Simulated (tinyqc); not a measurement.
IGBT as a p-i-n diode in series with a MOS channel, on-state and switching loss: two steps of the calculation.

High injection (n = p) in a drift layer from x = -W/2 (anode) to +W/2 (cathode side), recombination only in the layer with lifetime tau, ideal emitters. The channel feeds the cathode side and carries the whole current. Auger recombination, carrier-carrier scattering, emitter losses and the carrier dip under the p body are left out.

Parameters, values chosen for the exercise; material values close to those of silicon: temperature T = 300 K; band gap Eg = 1.11 eV; conduction-band density of states at T Nc = 2.8e19 cm^-3; valence-band density of states at T Nv = 2.64e19 cm^-3; electron mobility mn = 1400 cm^2/(V s); width of the drift layer W = 130 um; doping of the drift layer Nd = 5.9e13 cm^-3; high-injection lifetime tau = 0.85 us; current density J = 150 A/cm^2; channel and accumulation resistance Rch = 0.85 mohm cm^2; link voltage Vdc = 800 V; turn-off energy per stored charge and link voltage ks = 0.05; switching frequency f = 2 kHz.

Constants: q = 1.602176634e-19 C, kB = 1.380649e-23 J/K, Vt = kB T/q. Results are converted to the units shown.

Task 1. On-state voltage. n(x) = (tau J/(2 q La))[cosh(x/La)/sinh y - B sinh(x/La)/cosh y]. Vm = Vt [(8 b/(b + 1)^2)(sinh y/s) arctan(s sinh y) + B ln((1 + B tanh^2 y)/(1 - B tanh^2 y))], s = sqrt(1 - B^2 tanh^2 y); Vj = Vt ln(n(-W/2) n(W/2)/ni^2), ni = sqrt(Nc Nv) exp(-Eg/(2 Vt)), Eg in volts; Vc = J Rch; Von = Vm + Vj + Vc.

b = 2.9166667
B = 0.48936170
La = 39.634852 um
y = 1.6399708

Find: Vm; Vj; Vc; Von.

Result 1.

Vm = 0.1368 V
Vj = 0.8192 V
Vc = 0.1275 V
Von = 1.084 V

Vm does not depend on J, since the carrier density grows with it. Junctions, layer and channel take 76, 13 and 12 % of Von.

Task 2. Stored charge, losses and the unipolar alternative. Stored charge tau J, turn-off energy Eoff = ks tau J Vdc, loss at half duty 0.5 J Von + f Eoff. A unipolar device on the same layer has Vu = J (W/(q mn Nd) + Rch).

Von = 1.0835261 V

Find: stored charge; Eoff; conduction loss; switching loss; Vu.

Result 2.

stored charge = 127.5 uC/cm^2
Eoff = 5.100 mJ/cm^2
conduction loss = 81.26 W/cm^2
switching loss = 10.20 W/cm^2
Vu = 147.5 V

Both losses would be equal at f = 15.9 kHz.

Program tinyqc, `OMP_NUM_THREADS=1 python tinyqc.py 2590116 2590117 out.jsonl`; Intel Xeon 2.30GHz, shared host, one thread, about 0.01 s.
